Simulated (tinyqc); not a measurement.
## Surface potential of a MOS transistor: implicit equation and explicit approximations: accuracy of the approximations against gate voltage

p-type body, charge-sheet picture, depletion and inversion only, full ionisation (an idealisation for deep acceptors), Boltzmann statistics (rough once Na exp(x - xn) passes about Nc/7). In units of Vt: xg = (Vg - Vfb)/Vt, x = psi/Vt, G = gamma/sqrt(Vt), xn = (2 phiF + Vc)/Vt. The implicit equation is (xg - x)^2 = G^2 [x - 1 + exp(x - xn)] for x above about 3. Cox = eps0 eox/tox.

ni = sqrt(Nc Nv) exp(-Eg/(2 Vt)), Eg in volts; phiF = Vt ln(Na/ni); gamma = sqrt(2 q eps0 eps_r Na)/Cox; VT = Vfb + Vt (xn + G sqrt(xn - 1)). Depletion value a = 1 + [sqrt(G^2/4 + xg - 1) - G/2]^2; inversion value b = xn + ln[(xg - xn)^2/G^2 - xn + 1] and first guess y = min(a, b) - ln(1 + exp(-|a - b|)) if a > xn + 1, else b = y = a; one second-order correction with D = exp(y - xn), p = 2 (xg - y) + G^2 (1 + D), w = (xg - y)^2 - G^2 (y - 1 + D): z = y + 2 w/(p + sqrt(p^2 - 2 (2 - G^2 D) w)), or the Newton step z = y + w/p where the root is not real. N_inv = (Cox Vt G/q) [sqrt(x - 1 + exp(x - xn)) - sqrt(x - 1)] at the root. Lambert form (Cox m Vt/q) W0[(G/(2 m sqrt(xn - 1))) exp((Vg - VT)/(m Vt))], m = 1 + G/(2 sqrt(xn - 1)). Errors under 1e-4 mV, and the linear form below VT, are printed as 0.

Inputs (values chosen for the exercise); band and dielectric values close to those of silicon:

| symbol | value | unit | meaning |
|---|---|---|---|
| T | 350 | K | temperature |
| Eg | 1.14 | eV | band gap |
| eps_r | 11.5 |  | relative permittivity |
| Nc | 3.52e19 | cm^-3 | conduction-band density of states at T |
| Nv | 3.33e19 | cm^-3 | valence-band density of states at T |
| eox | 8.74 |  | relative permittivity of the gate insulator (close to aluminium oxide) |
| tox | 7.8 | nm | insulator thickness |
| Na | 4e16 | cm^-3 | acceptor density |
| Vfb | -0.33 | V | flat-band voltage |
| Vc | 0.2 | V | channel-body voltage |

Constants: q = 1.602176634e-19 C, kB = 1.380649e-23 J/K, Vt = kB T/q, eps0 = 8.8541878128e-14 F/cm where lengths are in cm. Results are converted to the units shown.

Accuracy of the approximations against gate voltage:

| Vg (V) | psi (V) | x - xn | error of y (mV) | error of z (mV) | N_inv (cm^-2) | Cox (Vg - VT)/q (cm^-2) | Lambert form (cm^-2) |
|---|---|---|---|---|---|---|---|
| 0.31 | 0.5565 | -12.47 | 0 | 0 | 5.667e4 | 0 | 3.933e4 |
| 0.51 | 0.7428 | -6.297 | 3.55e-3 | 0 | 2.347e7 | 0 | 2.042e7 |
| 0.71 | 0.9292 | -0.1160 | 1.53 | 0 | 1.002e10 | 0 | 1.008e10 |
| 0.91 | 1.053 | 3.983 | 30.1 | 9.04 | 4.379e11 | 1.226e12 | 4.823e11 |
| 1.11 | 1.100 | 5.538 | 26.5 | 8.15 | 1.370e12 | 2.464e12 | 1.496e12 |
| 1.31 | 1.127 | 6.434 | 20.3 | -4.05 | 2.432e12 | 3.702e12 | 2.624e12 |
| 1.51 | 1.146 | 7.063 | 16.6 | -1.56 | 3.546e12 | 4.941e12 | 3.789e12 |
| 1.71 | 1.160 | 7.548 | 14.2 | -0.832 | 4.689e12 | 6.179e12 | 4.974e12 |
| 1.91 | 1.172 | 7.942 | 12.4 | -0.511 | 5.850e12 | 7.418e12 | 6.170e12 |

What does the comparison show?

psi rises from 0.556 to 1.17 V and ends 7.9 Vt above 2 phiF + Vc. Among the rows the first guess is off by at most 30 mV (at Vg = 0.91 V) and the corrected value by at most 9.0 mV. In the last row the linear form is 27 % above N_inv and the Lambert form 5.5 % above it; in the first row the Lambert form is 31 % below it. For Vg = 1.11, 1.31, 1.51, 1.71, 1.91 the electron quasi-Fermi level lies less than 2 Vt below the band edge at the surface, or above it, where degeneracy and confinement, left out, matter.

Numbers from tinyqc (`OMP_NUM_THREADS=1 python tinyqc.py 2122043 2122044 out.jsonl`; about 0.01 s on one thread of a shared Intel Xeon 2.30GHz).
